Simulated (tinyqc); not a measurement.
Lossy on-chip transmission line with skin effect: two steps of the calculation.

A uniform line in a homogeneous dielectric: c = sqrt(er)/(c0 Z0), l = Z0 sqrt(er)/c0 (c0 = 299792458 m/s), g = w c td, w = 2 pi f. The resistance joins its limits as r = sqrt(r_dc^2 + r_hf^2), with r_dc = rho/(wd th), r_hf = kr rho/(2 delta (wd + th)), delta = sqrt(rho/(pi f mu0)), mu0 = 4 pi 1e-7 H/m; this is an interpolation, and internal inductance, up to 0.05 nH/mm at low frequency, is neglected.

Inputs (values chosen for the exercise):
```
symbol,value,unit,meaning
wd,1.6,um,width of the strip
th,1.6,um,thickness of the strip
rho,2.2,uohm cm,resistivity
er,3.9,,relative permittivity
td,0.01,,loss tangent
Z0,35,ohm,lossless impedance sqrt(l/c)
kr,1.5,,factor for crowding and the return path
len,1.3,mm,length
f,0.58,GHz,frequency
```

Question 1. Line constants. delta, r_dc, r_hf, r, l, c and g as defined.

Find: delta; r_dc; r_hf; r; l; c; g.

Answer 1.

delta = 3.100 um
r_dc = 8.594 ohm/mm
r_hf = 1.663 ohm/mm
r = 8.753 ohm/mm
l = 0.2306 nH/mm
c = 188.2 pF/m
g = 0.006859 S/m

r is 1.02 times r_dc; the skin depth is 1.94 of the thickness.

Question 2. Propagation constant and impedance. gamma = sqrt((r + i w l)(g + i w c)) = alpha + i beta, Zc = sqrt((r + i w l)/(g + i w c)), roots with positive real part; loss 8.685889638 alpha in dB; phase velocity w/beta.

r = 8.7532674 ohm/mm
l = 0.23055771 nH/mm
c = 188.21037 pF/m
g = 0.0068588518 S/m

Give: gamma len; Zc; loss; phase velocity over c0; r/(w l).

Answer 2.

gamma len = 0.06827+0.07438i
Zc = 84.18-75.72i ohm
loss = 0.4561 dB/mm
phase velocity over c0 = 0.2124
r/(w l) = 10.42

r exceeds w l, so the line behaves mainly as an RC line at this frequency.

Numbers from tinyqc (`OMP_NUM_THREADS=1 python tinyqc.py 2810197 2810198 out.jsonl`; about 0.01 s on one thread of a shared Intel Xeon 2.30GHz).
